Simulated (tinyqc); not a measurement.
Polycrystalline film, grain-boundary barriers (Seto model): one step of the calculation.

One-dimensional grains of size Lg with donors N; each boundary has Qt acceptor-like traps per area at one level Et below the band edge. Trapped electrons qt deplete a width w = qt/N (both sides together) and raise a barrier Vb = q N w^2/(8 eps0 eps_r). Current crosses the barriers by thermionic emission at small bias. Abrupt depletion, full ionisation, Boltzmann statistics.

Question. Barrier, resistivity and effective mobility. Partly depleted grains: the density at the grain centre is n0 = N and qt = Qt/(1 + 2 (Nc/N) exp((Vb - Et)/Vt)). If that gives qt >= N Lg, the grains are fully depleted: qt = N Lg, w = Lg and n0 = 2 Nc exp((Vb - Et)/Vt)/(Qt/(N Lg) - 1). Resistivity: barriers rb = Vt exp(Vb/Vt)/(q n0 vc Lg), grain interior rg = (1 - w/Lg)/(q mg N); effective mobility 1/(q N (rb + rg)).

Values chosen for this exercise; values close to those of polycrystalline silicon:

| symbol | value | unit | meaning |
|---|---|---|---|
| T | 250 | K | temperature |
| eps_r | 11.7 |  | relative permittivity of the semiconductor |
| Lg | 80 | nm | grain size |
| Qt | 3.5e12 | cm^-2 | trap density at a boundary |
| N | 3.4e18 | cm^-3 | donor density |
| mg | 220 | cm^2/(V s) | mobility inside a grain |
| vc | 4.3e6 | cm/s | collection velocity at the barrier |
| Nc | 2.13e19 | cm^-3 | conduction-band density of states at T |
| Et | 0.49 | eV | trap level below the band edge |

Constants: q = 1.602176634e-19 C, kB = 1.380649e-23 J/K, Vt = kB T/q, eps0 = 8.8541878128e-14 F/cm where lengths are in cm. Results are converted to the units shown.

Wanted: qt; w; Vb; n0; rb; rg; effective mobility.

Answer.

qt = 3.500e12 cm^-2
w = 10.29 nm
Vb = 0.06965 V
n0 = 3.400e18 cm^-3
rb = 0.02916 ohm cm
rg = 0.007271 ohm cm
effective mobility = 50.40 cm^2/(V s)

The grains are partly depleted, 100 % of the traps are filled and the barriers give 80.0 % of the resistivity.

Numbers from tinyqc (`OMP_NUM_THREADS=1 python tinyqc.py 2610042 2610043 out.jsonl`; about 0.01 s on one thread of a shared Intel Xeon 2.30GHz).
